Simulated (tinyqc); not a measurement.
Worked calculation: sp3 tight binding, zinc-blende lattice. Computed by tinyqc, a small Python program that keeps every step. Command: `OMP_NUM_THREADS=1 python tinyqc.py 22659 22660 out.jsonl` (the two numbers bound the seeds that draw the settings). One thread of a shared host (Intel(R) Xeon(R) Processor @ 2.60GHz), about 0.01 s of CPU time with the checks.

## Bloch Hamiltonian at k

Parameters chosen for this model: zinc-blende lattice, anion at 0, cation at a/4 (1,1,1); V = eta hbar^2 / (m d^2), hbar^2/m = 7.619964 eV angstrom^2:
```
parameter          value      unit
a               5.620000  angstrom
d               2.433531  angstrom
Es anion      -14.740000        eV
Ep anion       -6.380000        eV
Es cation     -12.300000        eV
Ep cation      -5.100000        eV
eta ss         -1.320000
eta sp          1.420000
eta pp sigma    2.220000
eta pp pi      -0.630000
V ss           -1.698451        eV
V sp            1.827121        eV
V pp sigma      2.856485        eV
V pp pi        -0.810624        eV
```

k point k (2 pi / a): -0.250000  -0.450000  0.330000

Slater-Koster rules over the four bonds with direction cosines (l, m, n): ss V_ss; s-px l V_sp; px-s -l V_sp; px-px l^2 V_pps + (1 - l^2) V_ppp; px-py l m (V_pps - V_ppp); each times exp(i k.d).

H(k) at k (eV):
```
                      a s                 a px                 a py                a pz
a s            -14.740000             0.000000             0.000000            0.000000
a px             0.000000            -6.380000             0.000000            0.000000
a py             0.000000             0.000000            -6.380000            0.000000
a pz             0.000000             0.000000             0.000000           -6.380000
c s   -4.145810-0.836574i  -1.254394-1.066565i  -0.608358-2.199187i  0.910933+1.468707i
c px   1.254394+1.066565i   1.005045+0.202806i  -1.055558-1.701888i  0.704945+2.548343i
c py   0.608358+2.199187i  -1.055558-1.701888i   1.005045+0.202806i  1.453549+1.235900i
c pz  -0.910933-1.468707i   0.704945+2.548343i   1.453549+1.235900i  1.005045+0.202806i

                      c s                 c px                 c py                 c pz
a s   -4.145810+0.836574i   1.254394-1.066565i   0.608358-2.199187i  -0.910933+1.468707i
a px  -1.254394+1.066565i   1.005045-0.202806i  -1.055558+1.701888i   0.704945-2.548343i
a py  -0.608358+2.199187i  -1.055558+1.701888i   1.005045-0.202806i   1.453549-1.235900i
a pz   0.910933-1.468707i   0.704945-2.548343i   1.453549-1.235900i   1.005045-0.202806i
c s            -12.300000             0.000000             0.000000             0.000000
c px             0.000000            -5.100000             0.000000             0.000000
c py             0.000000             0.000000            -5.100000             0.000000
c pz             0.000000             0.000000             0.000000            -5.100000
```

## Levels at k

Diagonalise the Hermitian matrix.

eigenvalues (eV): -18.637386  -12.338802  -9.200785  -8.858183  -5.870300  -2.882413  -2.422368  -1.269764

weights |c|^2 of the basis functions:
```
        band 1    band 2    band 3    band 4    band 5    band 6    band 7    band 8
a s   0.609604  0.178129  0.008445  0.006961  0.169459  0.006220  0.001482  0.019700
a px  0.002869  0.099878  0.383390  0.017429  0.108798  0.039314  0.189123  0.159199
a py  0.009457  0.110082  0.081890  0.253640  0.150359  0.285687  0.000729  0.108155
a pz  0.004580  0.098185  0.114909  0.321379  0.057681  0.052431  0.211577  0.139259
c s   0.343467  0.320876  0.013488  0.010867  0.286146  0.003757  0.001136  0.020262
c px  0.006096  0.070419  0.246719  0.016686  0.091013  0.069438  0.287053  0.212576
c py  0.015641  0.060514  0.059627  0.166979  0.089424  0.456480  0.001047  0.150288
c pz  0.008285  0.061917  0.091532  0.206059  0.047121  0.086673  0.307853  0.190561
```

## Bloch Hamiltonian at G

k point G (2 pi / a): 0  0  0

As before.

H(k) at G (eV):
```
             a s       a px       a py       a pz         c s       c px       c py       c pz
a s   -14.740000   0.000000   0.000000   0.000000   -6.793803   0.000000   0.000000   0.000000
a px    0.000000  -6.380000   0.000000   0.000000    0.000000   1.646983   0.000000   0.000000
a py    0.000000   0.000000  -6.380000   0.000000    0.000000   0.000000   1.646983   0.000000
a pz    0.000000   0.000000   0.000000  -6.380000    0.000000   0.000000   0.000000   1.646983
c s    -6.793803   0.000000   0.000000   0.000000  -12.300000   0.000000   0.000000   0.000000
c px    0.000000   1.646983   0.000000   0.000000    0.000000  -5.100000   0.000000   0.000000
c py    0.000000   0.000000   1.646983   0.000000    0.000000   0.000000  -5.100000   0.000000
c pz    0.000000   0.000000   0.000000   1.646983    0.000000   0.000000   0.000000  -5.100000
```

## Levels at G

As before.

eigenvalues (eV): -20.422475  -7.506961  -7.506961  -7.506961  -6.617525  -3.973039  -3.973039  -3.973039

## Bands along a path

The same steps at evenly spaced points between the labelled ones.

Bands along the path (eV):
```
k             band 1      band 2      band 3      band 4     band 5     band 6     band 7     band 8
L         -17.955323  -13.520541   -9.070305   -9.070305  -6.244179  -2.409695  -2.409695  -0.799957
L-G 0.20  -18.328631  -12.972022   -8.954029   -8.954029  -6.200825  -2.525971  -2.525971  -1.018523
L-G 0.40  -19.079002  -11.697679   -8.627523   -8.627523  -6.098902  -2.852477  -2.852477  -1.644417
L-G 0.60  -19.783493  -10.137400   -8.163901   -8.163901  -6.026754  -3.316099  -3.316099  -2.572353
L-G 0.80  -20.257108   -8.554117   -7.710559   -7.710559  -6.174200  -3.769441  -3.769441  -3.534575
G         -20.422475   -7.506961   -7.506961   -7.506961  -6.617525  -3.973039  -3.973039  -3.973039
G-X 0.20  -20.200997   -8.509411   -8.008489   -8.008489  -5.872256  -3.937335  -3.471511  -3.471511
G-X 0.40  -19.553613  -10.047757   -8.971819   -8.971819  -5.081688  -3.836942  -2.508181  -2.508181
G-X 0.60  -18.534081  -11.736518   -9.862390   -9.862390  -4.553679  -3.695723  -1.617610  -1.617610
G-X 0.80  -17.260517  -13.421228  -10.461516  -10.461516  -4.271906  -3.566349  -1.018484  -1.018484
X         -16.326017  -14.494246  -10.671187  -10.671187  -4.185754  -3.513983  -0.808813  -0.808813
X-W 0.20  -16.326017  -14.494246  -10.671187  -10.671187  -4.185754  -3.513983  -0.808813  -0.808813
X-W 0.40  -16.326017  -14.494246  -10.671187  -10.671187  -4.185754  -3.513983  -0.808813  -0.808813
X-W 0.60  -16.326017  -14.494246  -10.671187  -10.671187  -4.185754  -3.513983  -0.808813  -0.808813
X-W 0.80  -16.326017  -14.494246  -10.671187  -10.671187  -4.185754  -3.513983  -0.808813  -0.808813
W         -16.326017  -14.494246  -10.671187  -10.671187  -4.185754  -3.513983  -0.808813  -0.808813
```

With 4 band(s) filled, the highest filled level on these points lies at G and the lowest empty one at G: a gap of 0.8894 eV, direct.
